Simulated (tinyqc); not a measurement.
# Resonant-tunnelling diode, transfer matrices and Tsu-Esaki current: effects of single changes

Emitter (band edge 0), barrier d1, well Lw, barrier d2, collector (edge -V). The bias drops linearly over these layers and none in the contacts; each layer is cut into ns equal slices, flat at the value of their centres. E is the energy of motion across the layers, C = hbar^2/(2 m0), psi and psi'/m are continuous. Transport is coherent, T(E) is taken as independent of the transverse momentum, and charge in the well is ignored.

Parameters, values chosen for the exercise; masses and offsets of a made-up heterostructure:
```
symbol  value  unit                                               meaning
T          77     K                                           temperature
mw       0.26    m0                 mass in the well, spacer and contacts
U1          1    eV                                        barrier height
m1       0.51    m0                                          barrier mass
d1        0.8    nm                                       emitter barrier
Lw        1.8    nm                                            well width
d2          1    nm                                     collector barrier
ns          2                                        slices in each layer
Ef       0.15    eV  Fermi energy of both contacts above their band edges
V        0.21     V                                 bias of the collector
```

Constants: q = 1.602176634e-19 C, kB = 1.380649e-23 J/K, hbar = 1.054571817e-34 J s, m0 = 9.1093837015e-31 kg, Vt = kB T/q, hbar^2/(2 m0) = 0.0380998212 eV nm^2. Results are converted to the units shown.

Each table varies one quantity; the others keep the values above.

## Current against voltage

For the pair (psi, psi'/m) a flat layer has M = [[cos kd, (m/k) sin kd], [-(k/m) sin kd, cos kd]] with k = sqrt(m (E - U)/C) above its edge U, and M = [[cosh Kd, (m/K) sinh Kd], [(K/m) sinh Kd, cosh Kd]] with K = sqrt(m (U - E)/C) below it. Later slices stand to the left. With M acting on (psi, psi'/m) and v = k/m in each lead, T(E) = 4 vL vR/[(vL vR M12 - M21)^2 + (vR M11 + vL M22)^2]. J = J0 times the integral over E > 0 of T(E) N(E), N = ln[(1 + exp((Ef - E)/Vt))/(1 + exp((Ef - V - E)/Vt))], J0 = q^2 mw m0 kB T/(2 pi^2 hbar^3) (times 1e-4 for A/cm^2 per eV). The integral is converged to the digits shown.

Current against voltage:
```
V (V),J (kA/cm^2)
0.038,8.104
0.097,110.5
0.157,288.9
0.217,460.2
0.276,574.6
0.336,519.6
0.395,6.456
0.455,3.549
0.515,3.051
0.574,3.082
0.634,3.429
```

What does the table show?

Among the rows the current peaks at 575 kA/cm^2 at V = 0.276 V and falls to 3.05 kA/cm^2 at 0.515 V, a ratio of 188. At zero bias the resonance lies at 0.178 eV and the centre of the well takes the share 0.472 of the bias, so the level should reach the emitter band edge near V = 0.377 V; beyond that only the tail of the broadened level (width 1.21 meV at zero bias) and off-resonant tunnelling carry current. Without scattering and space charge the valley comes out far lower than in a real diode. In 4 of the 11 rows the bias alone exceeds 0.4 V, so electrons enter the collector far above its band edge, where real bands are no longer parabolic.

## Effect of the collector barrier

Same model as above.

The resonance is the first maximum of T(E) for E > 0, G its full width at half maximum.

Effect of the collector barrier:
```
d2 (nm),Er (eV),Tp,G (meV),J (kA/cm^2)
0.6,0.06444,0.2861,5.813,901.8
0.8,0.07138,0.7316,1.990,745.7
1,0.07737,0.9932,0.9333,441.9
1.1,0.08009,0.8499,0.7450,290.9
1.3,0.08510,0.3842,0.6032,98.92
1.5,0.08961,0.1243,0.5760,28.45
1.7,0.09368,0.03606,0.5801,7.748
```

What does the comparison show?

As d2 grows from 0.6 to 1.7 nm, G goes from 5.81 through a minimum of 0.576 (at d2 = 1.5 nm among the rows listed) to 0.580 meV, Tp goes from 0.286 through a maximum of 0.993 (at d2 = 1 nm among the rows listed) to 0.0361, and J falls from 902 to 7.75 kA/cm^2. The product G Tp changes by a factor of 0.0126 and J by 0.00859; the rest comes from the shift of Er (0.0644 to 0.0937 eV) against the supply function and from current off resonance. In 1 of the 7 rows a layer is thinner than 0.8 nm, a few atomic planes, where an effective mass is a rough description.

Numbers from tinyqc (`OMP_NUM_THREADS=1 python tinyqc.py 2600120 2600121 out.jsonl`; about 0.2 s on one thread of a shared Intel Xeon 2.30GHz).
